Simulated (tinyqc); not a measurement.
Hole subbands of a hard-walled well, four-band Luttinger model: sweeps and comparisons. A value that a table varies takes the place of the one given here.

Hole energies are counted downwards from the unstrained band edge, c = hbar^2/2m0. After the usual block transformation one block is H = [[P + Q - Zs, R - i S], [R + i S, P - Q + Zs]] in (heavy, light), with P +/- Q = c [(g1 +/- g2) k^2 + (g1 -/+ 2 g2) kz^2], R = sqrt(3) c gR k^2, S = 2 sqrt(3) c g3 k kz, kz = -i d/dz; axial approximation gR = (g2 + g3)/2. Zs = b (e_par - e_perp) is the shear part of the strain (the hydrostatic part shifts all levels alike and is left out). Basis sqrt(2/L) sin(n pi z/L), n = 1 to N, for each component: kz^2 gives (n pi/L)^2 and the heavy-light block is R delta_nm - 2 sqrt(3) c g3 k D_nm with D_nm = 4 n m/(L (n^2 - m^2)) for n + m odd, 0 otherwise. The other block has the same levels. The split-off band is left out.

Constants: hbar^2/2m0 = 3.80998211 eV angstrom^2.

Inputs chosen for the exercise (near those of GaSb; not measured data):
```
symbol  value                                                    unit        meaning
g1      13.42                                                                Luttinger gamma1
g2      4.69                                                                 gamma2
g3      6.01                                                                 gamma3
L       140                                                      angstrom    well width along [001]
Zs      0                                                        eV          shear strain energy
k       0.0305                                                   1/angstrom  wave vector in the plane
Zlist   (-0.0384, -0.0243, -0.0139, -0.0061, 0, 0.0081, 0.0254)  eV          shear strain energies (negative: tension in the plane, for b < 0)
```

## Which coupling does what

N = 20, at the given k. Diagonal: R = S = 0. Along [100] and [110] gR is g2 and g3 instead of their mean.

Hole energies (meV):
```
model        E1     E2      E3      E4
diagonal  71.94  74.68   95.19  133.94
R alone   40.44  86.18  106.18  130.28
S alone   29.47  42.82   80.43   90.11
axial     17.85  38.11   73.99  100.33
[100]     20.27  39.24   74.99   98.75
[110]     15.24  36.84   72.98  101.84
```

The couplings move E1 by -54.09 meV: R alone by -31.50, S alone by -42.47, so S matters more at k L/pi = 1.36 (R grows as k^2 and joins equal n, S as k and joins n of opposite parity). Warping spreads E1 by 5.03 meV between [100] and [110], the hole being heavier along [110]; the axial value lies between them.

## Strain

N = 20. dE is the rise of the top subband from k = 0 to k1 = pi/(4L), m1 = c k1^2/dE (dash if dE is not positive), and the heavy weight is taken at k = pi/L.

Top subband:
```
Zs (eV)  HH1 (meV)  LH1 (meV)  dE (meV)  heavy weight  m1 (m0)
-0.0384       46.2        5.3    -0.167         0.164        -
-0.0243       32.1       19.4    -1.010         0.265        -
-0.0139       21.7       29.8     1.369         0.380    0.088
-0.0061       13.9       37.6     1.616         0.488    0.074
0.0000         7.8       43.7     1.674         0.579    0.072
0.0081        -0.3       51.8     1.726         0.698    0.069
0.0254       -17.6       69.1     1.802         0.870    0.067
```

HH1 and LH1 cross at Zs = -2 c g2 (pi/L)^2 = -0.0180 eV; for more negative Zs the light hole is on top. Among the rows with HH1 on top, m1 goes from 0.088 to 0.067 m0 as the splitting widens from 8 to 87 meV, against the unmixed 1/(g1 + g2) = 0.055: compression lightens the holes here. A dash marks a top subband whose hole energy at k1 lies below that at k = 0: an electron-like (negative) mass. m1 describes the neighbourhood of k = 0 only; where HH1 and LH1 lie close, the band may peak further out.

## Size of the sine basis

The four lowest hole energies at the given k for growing N.

Hole energies (meV):
```
N       E1      E2       E3       E4
2   22.703  58.717  138.595  227.705
3   18.314  41.943   95.527  130.348
4   18.313  38.887   77.175  108.909
6   17.987  38.360   74.664  101.455
10  17.875  38.165   74.108  100.502
20  17.847  38.112   73.989  100.333
40  17.843  38.104   73.974  100.314
80  17.843  38.103   73.972  100.311
```

Is N = 3 enough for 1 meV in the two lowest levels?

No: against N = 80, N = 3 errs by up to 3.84 meV in E1 and E2, always upwards, as a variational basis must. Both are within 0.1 meV of N = 80 from N = 10 on; N = 40 and N = 80 differ by 9.9e-04 meV at most.

## What each parameter does

N = 20; the three lowest hole energies at the given k and the heavy weight of the lowest. Each row changes one parameter from the base and keeps the others.

Results:
```
case                   E1 (meV)  E2 (meV)  E3 (meV)  heavy weight
base                      17.85     38.11     73.99         0.495
g1 = 14.49                25.47     50.35     93.27         0.485
g2 = 5.16                 15.57     33.91     64.39         0.505
g3 = 5.53                 22.36     44.79     80.32         0.491
L = 150 angstrom          16.11     33.78     65.87         0.481
Zs = 0.02 eV              14.45     27.01     59.10         0.670
k = 0.0396 1/angstrom     21.69     40.24     78.14         0.444
```

The largest shifts from the base row, up to three for each result and ties (the steps differ in size, so this ranks the rows, not the parameters). E1 (meV): g1 +7.62, g3 +4.51, k +3.84. E2 (meV): g1 +12.24, Zs -11.10, g3 +6.68. E3 (meV): g1 +19.28, Zs -14.89, g2 -9.60. heavy weight: Zs +0.174, k -0.051, L -0.015.

Program tinyqc; command `OMP_NUM_THREADS=1 python tinyqc.py 1280348 1280349 out.jsonl`; about 0.2 s on one thread of a shared Intel(R) Xeon(R) Processor @ 2.30GHz.
